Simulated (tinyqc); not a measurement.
# Worked calculation: floating body of a partially depleted SOI transistor: body voltage and kink

Program tinyqc, `OMP_NUM_THREADS=1 python tinyqc.py 2182163 2182164 out.jsonl`; Intel Xeon 2.30GHz, shared host, one thread, about 0.2 s. Printed values are rounded.

Source at 0 V. Channel current Ic = 2 nf K Vt^2 [F(0) - F(Vd)](1 + la Vd), F(V) = ln^2(1 + exp((Vg - VT - nf V)/(2 nf Vt))), VT = VT0 - gb Vb. Saturation voltage Vs = 2 Vt sqrt(F(0)) + 3 Vt, excess Ve = (Vd - Vs + sqrt((Vd - Vs)^2 + 0.0004 V^2))/2, multiplication M1 = Ai Ve exp(-Bl/Ve). Each junction passes D(v) = J1 (exp(v/Vt) - 1) + J2 (exp(v/(2 Vt)) - 1). Bipolar current Ib = bb J1 (exp(Vb/Vt) - 1). The body settles where M1 (Ic + Ib) = D(Vb) + D(Vb - Vd) + Vb/Rb; drain current Id = (1 + M1)(Ic + Ib) - D(Vb - Vd).

Parameters, values chosen for the exercise; values of the order met in partially depleted silicon-on-insulator transistors: temperature T = 300 K; threshold at zero body voltage VT0 = 0.33 V; fall of the threshold per volt of body voltage gb = 0.18; slope factor nf = 1.47; gain factor per width K = 240 uA/(V^2 um); channel-length modulation factor la = 0.07 1/V; impact-ionisation prefactor Ai = 1.76 1/V; impact-ionisation voltage Bl = 6.5 V; diffusion saturation current of each junction J1 = 9.9e-13 uA/um; recombination saturation current of each junction J2 = 8.5e-9 uA/um; gain of the lateral bipolar transistor on the diffusion current bb = 3; resistance of a weak body tie to the source (1e9 stands for no tie, and the term is then dropped) Rb = 20000 kohm um; gate voltage Vg = 0.86 V; drain voltage Vd = 1.8 V.

Constants: q = 1.602176634e-19 C, kB = 1.380649e-23 J/K, Vt = kB T/q. Results are converted to the units shown.

Range of the model: The multiplication law is an empirical form chosen for the exercise; self-heating and capacitive coupling to the body are left out, and the linear laws are rough once Vb passes about 0.7 V or M1 about 0.1.

## Starting value

Vb = 0.76 V.

Vb at the start = 0.76 V

## Iteration 1: new Vb

Current into the body I_in = M1 (Ic + Ib) - D(Vb - Vd), current out I_out = D(Vb) + Vb/Rb; f = ln(I_in/I_out), s = df/dVb by central differences over 1e-5 V, Vb(new) = Vb - f/s.

Ic = 40.8704 uA/um
Ve = 1.26891 V
M1 = 0.0133127
I_in = 0.775546 uA/um
I_out = 5.85383 uA/um
f = -2.02128
s = -27.0392 1/V
Vb after iteration 1 = 0.685246 V

## Iteration 2: new Vb

As before.

Ic = 39.2378 uA/um
Ve = 1.27806 V
M1 = 0.0139097
I_in = 0.559203 uA/um
I_out = 0.360667 uA/um
f = 0.438559
s = -34.0030 1/V
Vb after iteration 2 = 0.698144 V

## Iteration 3: new Vb

As before.

Ic = 39.5171 uA/um
Ve = 1.27648 V
M1 = 0.0138053
I_in = 0.567481 uA/um
I_out = 0.570706 uA/um
f = -0.00566657
s = -34.7542 1/V
Vb after iteration 3 = 0.697981 V

## Course of the iteration

Stop when the step is below 1e-10 V, or after 40 iterations.

Course of the iteration:

| iteration | Vb before the step (V) | step (V) |
|---|---|---|
| 1 | 0.76 | -0.0748 |
| 2 | 0.685246 | 0.0129 |
| 3 | 0.698144 | -1.63e-4 |
| 4 | 0.697981 | -1.11e-8 |
| 5 | 0.697981 | 0 |

Converged in 5 iterations.

## Drain current with floating and with grounded body

converged Vb = 0.697981 V

Id and VT at the converged Vb, Id at Vb = 0, their ratio, and the bipolar share Ib/(Ic + Ib).

VT = 0.204363 V
Id, floating = 41.6597 uA/um
Id, grounded = 26.3504 uA/um
ratio = 1.58099
bipolar share = 3.84197 %

The body rises to 0.698 V and lowers the threshold by 126 mV.
